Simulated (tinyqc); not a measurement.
Oxidation of curved silicon (wires and holes): cylindrical Deal-Grove kinetics with stress-retarded reaction: one step, computed by the program tinyqc.

Silicon fills r < a and oxide a < r < b. One volume of silicon gives 2.25 volumes of oxide, and the length is fixed.

Question. Rate at the start. Geometry: b^2 = b0^2 + 1.25 (a0^2 - a^2), b0 = a0 + x_i. Rate of oxide made per interface area: q = 1/[1/k + 2 a |ln(b/a)|/B], and |da/dt| = q/2.25. Reaction k = (B/A) exp(-sigma V_k/(k_B T)). New oxide pushes the old with radial speed u = 1.25 |da/dt| at r = a; the shear stress at radius r is s_c asinh(z a^2/r^2), z = 2 eta u/(a s_c) (Eyring flow), and the compressive normal stress at the interface is sigma = |int_a^b 2 s/r dr| = s_c |F(z) - F(z a^2/b^2)|, F(y) = int_0^y asinh(w)/w dw. q and sigma are solved together. 1 MPa angstrom^3 = 6.241509e-6 eV.

Inputs (values chosen for the exercise, close to those used for silicon in steam): starting silicon radius a0 = 50 nm; starting oxide x_i = 1 nm; critical shear stress s_c = 46 MPa; activation volume V_k = 9.6 angstrom^3; temperature T = 775 C.

Shape: wire (convex).

B = 68320.20 nm^2/h

B/A = 16.05363 nm/h

low-stress viscosity eta = 4.768818e+18 Pa s

k_B T = 0.09032258 eV

Give: oxide radius b0; rate q without stress; normal stress sigma; factor on the reaction; rate q with stress.

Answer.

oxide radius b0 = 51 nm

rate q without stress = 16.05 nm/h

normal stress sigma = 30.60 MPa

factor on the reaction = 0.9799

rate q with stress = 15.72 nm/h
